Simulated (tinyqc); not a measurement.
Field-effect mobility of a thin-film transistor with band-tail and deep states (multiple trapping): one step, computed by the program tinyqc.

A thick film in accumulation at small drain voltage. Only free electrons move; trapped ones still screen the gate. N_c and mu_0 are held fixed when T changes, leaving out the T^(3/2) growth of N_c. x = E_0 - psi is the distance of the Fermi level below the band edge.

Question. Free and trapped densities. F_j(eta) = int_0^infinity x^j/(1 + exp(x - eta)) dx, without a gamma-function factor. Integrals over x = E/(k_B T) use 160 Gauss-Legendre points in u = sqrt(x) from 0 to sqrt(max(eta, 0) + 32). Free n(x) = N_c (2/sqrt(pi)) F_1/2(-x/k_B T), with F_1/2 from its two-term series in exp(-x/k_B T) for x >= 12 k_B T; tail n_t(x) = int_0^1.2eV g_t exp(-E/E_t)/(1 + exp((x - E)/k_B T)) dE, E counted down from the edge, 120 Gauss-Legendre points; space charge rho(psi) = n + n_t less its value at psi = 0.

Inputs (values chosen for the exercise, modelled on amorphous In2O3):
```
quantity                           value         unit
effective density of states N_c  4.3e+18       1/cm^3
tail density at the edge g_t     1.2e+20  1/(eV cm^3)
tail width E_t                        24          meV
temperature T                        300            K
```

Deep states: none.

Constants: k_B = 8.617333262e-05 eV/K.

Give: Local densities at x = 0.4, 0.3, 0.2, 0.15, 0.1, 0.05, 0 and -0.05 eV.

Answer.

Local densities at x = 0.4, 0.3, 0.2, 0.15, 0.1, 0.05, 0 and -0.05 eV:
```
x (eV)  n (1/cm^3)  n_t (1/cm^3)  n/(n + n_t)
0.40     8.199e+11     5.320e+12       0.1335
0.30     3.924e+13     2.155e+14       0.1540
0.20     1.877e+15     7.797e+15       0.1941
0.15     1.298e+16     4.310e+16       0.2314
0.10     8.920e+16     2.121e+17       0.2960
0.05     5.921e+17     8.221e+17       0.4187
0.00     3.290e+18     1.969e+18       0.6256
-0.05    1.173e+19     2.683e+18       0.8139
```

E_t/k_B T = 0.93: the tail is narrower than about k_B T, so deep in the gap n_t roughly follows n, and the free share changes far less than n does.
